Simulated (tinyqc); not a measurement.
Inside a calculation. Method: extended Hueckel theory, for H4+. The parameters take no account of the charge, which enters only through the electron count. One step of it, computed by the program tinyqc.

Question. Wolfsberg-Helmholz matrix. H_ij = K' S_ij (H_ii + H_jj)/2 for i != j (the diagonal keeps H_ii), with K' = K + D^2 + D^4 (1 - K), D = (H_ii - H_jj)/(H_ii + H_jj), K = 1.5.

overlap S, lower triangle:
```
          1H 1s     2H 1s     3H 1s     4H 1s
1H 1s  1.000000
2H 1s  0.569998  1.000000
3H 1s  0.105940  0.388809  1.000000
4H 1s  0.023459  0.105940  0.569998  1.000000
```

diagonal H_ii (eV): 1H 1s -13.600000, 2H 1s -13.600000, 3H 1s -13.600000, 4H 1s -13.600000

K = 1.500000

Give: H.

Answer.

H (eV), lower triangle:
```
         1H 1s    2H 1s    3H 1s    4H 1s
1H 1s  -13.600
2H 1s  -11.628  -13.600
3H 1s   -2.161   -7.932  -13.600
4H 1s   -0.479   -2.161  -11.628  -13.600
```
